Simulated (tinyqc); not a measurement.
Slope factor and drain-induced lowering from three currents.

Problem. With source and body at 0 V, I = A exp((Vg + dd Vd)/(nf Vt)) (1 - exp(-Vd/Vt)). Find nf, the swing nf Vt ln 10 and dd.

Values chosen for this exercise:
- T = 330 K (temperature)

Constants: q = 1.602176634e-19 C, kB = 1.380649e-23 J/K, Vt = kB T/q. Results are converted to the units shown.

currents at (Vg, Vd) = (0, 0.05), (0, 1.2) and (0.11, 1.2) V (nA/um): [0.011172234, 2.7404373, 46.136354]

Solution. The pair at equal Vd gives nf; the pair at equal Vg, after dividing out the factors 1 - exp(-Vd/Vt), gives dd.

nf = 1.37
swing = 89.7 mV/decade
dd = 0.180

Computed by the program tinyqc: `OMP_NUM_THREADS=1 python tinyqc.py 2242089 2242090 out.jsonl`, one thread of a shared Intel Xeon 2.30GHz, about 0.03 s for the whole run.
